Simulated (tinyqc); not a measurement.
The first four gaps: longitudinal sound in a periodic multilayer: transfer matrices, stop bands and folded phonons. Computed by tinyqc, a small Python program. Command: `OMP_NUM_THREADS=1 python tinyqc.py 3021085 3021086 out.jsonl multilayer walk`. One thread of a shared host (Intel(R) Xeon(R) Processor @ 2.30GHz), about 0.01 s of CPU time with the checks.

Layers 1 and 2 repeat with period d = d_1 + d_2; waves travel normal to the layers, without loss. State vector (u, s): displacement u and stress divided by omega. Impedances Z = rho v are in 1e6 kg/(m^2 s).

Inputs (values chosen for the exercise, modelled on silica (layer 1), hafnia (layer 2) and silicon (substrate)):

| quantity | value | unit |
|---|---|---|
| density rho_1 | 2.18 | g/cm^3 |
| velocity v_1 | 5850 | m/s |
| thickness d_1 | 660 | nm |
| density rho_2 | 9.71 | g/cm^3 |
| velocity v_2 | 5520 | m/s |
| thickness d_2 | 923 | nm |
| substrate density | 2.35 | g/cm^3 |
| substrate velocity | 8550 | m/s |

Method:
- Z = rho v; interface reflection r = (Z_2 - Z_1)/(Z_2 + Z_1) (stress amplitude, from 1 into 2); Bragg frequency f_B = 1/[2 (d_1/v_1 + d_2/v_2)]; long-wave velocity v_eff = d/sqrt[(d_1/v_1)^2 + (d_2/v_2)^2 + (Z_1/Z_2 + Z_2/Z_1)(d_1/v_1)(d_2/v_2)].
- A layer maps (u, s) by [[cos p, sin p/Z], [-Z sin p, cos p]], p = 2 pi f d_i/v_i; one period is M = M_2 M_1, and cos(q d) = trace(M)/2.
- Gap m contains m f_B; its edges, where trace(M)/2 = (-1)^m, are found by root search. Weak-contrast estimate of the width: (4 f_B/pi) |r sin(m pi a)|, a = (d_1/v_1)/(d_1/v_1 + d_2/v_2).

Bragg frequency f_B = 1.78552 GHz

Z_1 = 12.753

Z_2 = 53.5992

interface reflection r = 0.615597

Stop bands (GHz):

| m | lower edge | upper edge | width | weak-contrast estimate |
|---|---|---|---|---|
| 1 | 1.0458 | 2.4637 | 1.4179 | 1.3349 |
| 2 | 3.2006 | 4.0277 | 0.8270 | 0.8019 |
| 3 | 4.8708 | 5.7526 | 0.8817 | 0.8531 |
| 4 | 6.4793 | 7.8736 | 1.3943 | 1.3144 |

What follows from these numbers?

With a = 0.403, gap 1 is the widest and gap 2 the narrowest; gap m closes when m a is a whole number. The weak-contrast estimate misses the first width by -5.9 % at |r| = 0.62. Odd gaps open at the edge of the folded zone (q = pi/d), even ones at its centre.
